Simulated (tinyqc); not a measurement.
## Deep-level transient spectroscopy: the DLTS spectrum

Schottky contact on an n-type layer with shallow donors Nd (all ionised) and a donor-like deep trap, neutral when filled and positive when empty; depletion approximation. Traps within lam of the depletion edge stay filled. A long pulse to Vp fills the traps beyond x1 = Wp - lam; back at Vr those between x1 and x2 = Wr - lam emit. A rate window reads S = C(t2) - C(t1).

Emission rate en = sn vth(T) Nc(T) exp(-Et/kB T) = sn g T^2 exp(-Et/kB T), g = vth Nc/(300 K)^2, as vth goes as T^0.5 and Nc as T^1.5 (degeneracy factor 1). lam = sqrt(2 eps0 eps_r (EF - ET)/(q Nd)), EF - ET = Et - (kB T/q) ln(Nc(T)/Nd), Nc(T) = Nc (T/300 K)^1.5. In the steady state at the band bending V, 2 eps0 eps_r V/q = Nd W^2 + Nt (W - lam)^2 (the second term only if W > lam). W(t)^2 = Wr^2 + (Nt/Nd)(x2^2 - x1^2) exp(-en t), C = eps0 eps_r/W; for small Nt, dC/C = -(Nt/2 Nd) G exp(-en t) with G = (x2^2 - x1^2)/Wr^2. For an exponential transient S peaks where en = ew = ln(t2/t1)/(t2 - t1).

Values chosen for this exercise; material values close to those of indium phosphide: relative permittivity eps_r = 12.6; conduction-band density of states at 300 K Nc = 5.61e17 cm^-3; thermal velocity at 300 K vth = 4.3e7 cm/s; shallow donor density Nd = 2.4e16 cm^-3; built-in voltage Vbi = 0.74 V; depth of the trap below the conduction edge Et = 0.2 eV; capture cross-section sn = 5.3e-17 cm^2; trap density Nt = 1.6e14 cm^-3; reverse bias Vr = 9.5 V; reverse bias during the filling pulse Vp = 0 V; first sampling time t1 = 10 ms; second sampling time t2 = 25 ms.

Constants: q = 1.602176634e-19 C, kB = 1.380649e-23 J/K, eps0 = 8.8541878128e-14 F/cm where lengths are in cm. Results are converted to the units shown.

The DLTS spectrum:
```
T (K)  en (1/s)  S (pF/cm^2)
126       2.257        1.146
131       4.928        2.392
136       10.19        4.521
141       20.06        7.525
146       37.79        10.52
151       68.43        11.52
155       107.2        9.758
160       182.4        5.391
165       301.0        1.744
170       483.3       0.2851
175       756.5      0.01860
180        1157     3.400e-4
```

S goes from 1.15 through a maximum of 11.5 (at T = 151 K among the rows listed) to 3.40e-4 pF/cm^2; en equals ew = 61.1 1/s at 150.0 K. Colder, the trap has hardly emitted by t2; warmer, it is empty before t1. Rows above half of the largest S span 141 to 155 K.

Program tinyqc, `OMP_NUM_THREADS=1 python tinyqc.py 2050066 2050067 out.jsonl`; Intel Xeon 2.30GHz, shared host, one thread, about 0.01 s.
